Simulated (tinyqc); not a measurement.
## Distribution of switching voltages from the rising branch

Problem. In a Preisach model that starts with all elements at -1, a rising voltage turns to +1 all elements whose up-switching voltage it has passed, and P = Ps (2 F - 1) with F their total weight; the last voltage saturates the film. Find Ps and the weight that switches in each interval, from 0 V up.

P on the way up (uC/cm^2): 0.5 V -7.091835, 1 V 1.249340, 1.5 V 8.311733, 2 V 10.683909, 2.5 V 11.000000

Answer. Each step of P divided by 2 Ps is the weight of that interval; the rising branch says nothing of the down-switching voltages.

Ps = 11.0 uC/cm^2
weights: 0.178  0.379  0.321  0.108  0.014

Numbers from tinyqc (`OMP_NUM_THREADS=1 python tinyqc.py 2860051 2860052 out.jsonl`; about 0.01 s on one thread of a shared Intel Xeon 2.30GHz).
